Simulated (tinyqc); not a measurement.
Gamma, L and X subbands of a thin body with non-parabolic valleys: sweeps and comparisons. A value that a table varies takes the place of the one given here.

Hard walls, flat band, c = hbar^2/2m0, energies from the bulk Gamma edge. For a valley at angle theta to the normal 1/m_z = cos^2/ml + sin^2/mt and m_d = sqrt(ml mt^2/m_z). Subband n starts at E_v + e with e (1 + a e) = c (n pi/t)^2/m_z, and its density-of-states mass is taken as m_d (1 + 2 a e), without further growth at higher in-plane energy. Groups are named by valley and degeneracy.

n_i = g m/(2 pi c) kB T ln(1 + exp((EF - E_i)/kB T)), sum n_i = Ns (1e12/cm^2 = 1e-4/angstrom^2), c = hbar^2/2m0. Quantum capacitance Cq = 1602.176634 sum g m/(2 pi c) f_i in microfarad/cm^2 with f_i = 1/(1 + exp((E_i - EF)/kB T)); Cox = 34.5313/eot (one gate); C/Cox = Cq/(Cq + Cox), the centroid term left out.

Constants: hbar^2/2m0 = 3.80998211 eV angstrom^2; kB = 8.617333262e-05 eV/K.

Parameters, chosen for this exercise (near those of a thin GaSb channel; shifted at random, so the results belong to these values and not to a real crystal):
```
symbol  value                          unit         meaning
face    110                                         surface
mG      0.0396                         m0           Gamma mass
aG      1.13                           1/eV         Gamma non-parabolicity
EL      0.051                          eV           L edge above Gamma
mL      (1.334, 0.103)                 m0           L valleys (four, along <111>): ml, mt
EX      0.308                          eV           X edge above Gamma
mX      (1.468, 0.219)                 m0           X valleys (three, along <100>): ml, mt
aS      0.57                           1/eV         non-parabolicity of L and X
Ns      3.5                            x 1e12/cm^2  sheet density
T       300                            K            temperature
eot     14                             angstrom     equivalent oxide thickness
ts      (18, 24, 30, 40, 55, 75, 110)  angstrom     thicknesses
t       62                             angstrom     body thickness
Nl      (0.5, 1, 2, 4, 7, 11, 16)      x 1e12/cm^2  sheet densities
```

## Thinning the body

Lowest edge of each valley type, the lowest group, the Gamma share and C/Cox, with n = 1 to 8 of all groups.

Results:
```
t (angstrom)  Gamma (eV)  L (eV)  X (eV)  lowest  Gamma share (%)  C/Cox
18                 1.228   0.411   0.573      L2              0.0  0.874
24                 0.844   0.268   0.465      L2              0.0  0.871
30                 0.620   0.195   0.412      L2              0.0  0.869
40                 0.407   0.135   0.368      L2              0.0  0.868
55                 0.246   0.096   0.340      L2              0.0  0.875
75                 0.145   0.076   0.325      L2              0.6  0.883
110                0.073   0.063   0.316      L2              3.0  0.888
```

From 110 down to 18 angstrom Gamma rises by 1.16 eV, L by 0.35 and X by 0.26 eV, the light Gamma mass moving most. L2 stays lowest throughout. The Gamma share goes from 3 % to 0 %. C/Cox is 0.89 and 0.87 at the ends and lies between 0.87 and 0.89. Hard walls overstate the rise in the thinnest rows.

## Raising the sheet density

Fixed thickness, n = 1 to 8 of all groups; the gate overdrive above the lowest edge is (EF - E_lowest)/e + 0.1602177 Ns/Cox in volts.

Results:
```
Ns (1e12/cm^2)  EF - lowest (eV)  Gamma share (%)     Cq  C/Cox  overdrive (V)
0.5                       -0.065              0.1   3.00  0.549         -0.032
1.0                       -0.046              0.1   5.82  0.702          0.019
2.0                       -0.027              0.1  10.99  0.817          0.103
4.0                       -0.005              0.1  19.88  0.890          0.254
7.0                        0.014              0.2  30.83  0.926          0.468
11.0                       0.031              0.2  42.92  0.946          0.746
16.0                       0.047              0.3  55.71  0.958          1.087
```

The lowest subband is L2 n=1; the light Gamma level lies 114 meV above it, lifted there by confinement. At the highest density band filling takes 0.047 V of the 1.087 V overdrive. Cq grows from 3.0 to 55.7 microfarad/cm^2 while EF moves from -0.065 to +0.047 eV against the lowest edge; the Gamma share stays near 0 %.

## What each parameter does

n = 1 to 8 of all groups. Each row changes one parameter from the base and keeps the others.

Results:
```
case                   lowest edge (eV)  EF (eV)  Gamma share (%)  C/Cox
base                              0.087    0.077              0.1  0.878
t = 70 angstrom                   0.079    0.066              0.4  0.882
mG = 0.0455 m0                    0.087    0.077              0.4  0.878
aG = 0.79 1/eV                    0.087    0.077              0.1  0.878
EL = 0.001 eV                     0.037    0.027              0.0  0.878
Ns = 5.25 x 1e12/cm^2             0.087    0.090              0.2  0.909
eot = 12 angstrom                 0.087    0.077              0.1  0.861
T = 250 K                         0.087    0.086              0.1  0.890
```

The largest shifts from the base row, up to three for each result and ties (the steps differ in size, so this ranks the rows, not the parameters). lowest edge (eV): EL -0.050, t -0.008; unchanged at the printed digits by mG, aG, Ns, eot and T. EF (eV): EL -0.050, Ns +0.013, t -0.011; unchanged at the printed digits by mG, aG and eot. Gamma share (%): t +0.2, mG +0.2, EL -0.1; unchanged at the printed digits by aG, eot and T. C/Cox: Ns +0.031, eot -0.017, T +0.012; unchanged at the printed digits by mG, aG and EL.

Computed by tinyqc, a small Python program: `OMP_NUM_THREADS=1 python tinyqc.py 1282446 1282447 out.jsonl` (the numbers bound the seed that draws the inputs); one thread of a shared host (Intel(R) Xeon(R) Processor @ 2.30GHz), about 0.07 s for the whole set of steps.
